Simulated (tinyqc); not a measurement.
Self-heating of a transistor with one or more fingers, with temperature-dependent conductivity: one step, computed by the program tinyqc. Command: `OMP_NUM_THREADS=1 python tinyqc.py 3026781 3026782 out.jsonl selfheat walk`. One thread of a shared host (Intel(R) Xeon(R) Processor @ 2.30GHz), about 0.05 s of CPU time with the checks.

N long parallel fingers lie on the top face of a slab whose bottom is held at T_0; the top is otherwise insulated, and heat flows in two dimensions. P in W/mm is 1000 P in W/m.

Question. Geometry factors. A line source of power P on the top face raises the top at distance x by (P/(pi kappa_0)) g(x), g(x) = -ln tanh(pi x/(4 t)) (the image sum for the slab). On a strip of width w the centre sees the mean of g over the strip, g_0 = 1 + ln(8 t/(pi w)) for w much below t.

Inputs (values chosen for the exercise, modelled on indium phosphide): finger pitch s = 11 micrometre; width of the heat source w = 0.57 micrometre; substrate thickness t = 400 micrometre.

Power: fixed power.

Give: own factor g_0; g(j s), j = 1..7.

Answer.

own factor g_0 = 8.488

g(j s), j = 1..7: 3.835  3.143  2.738  2.451  2.230  2.049  1.897
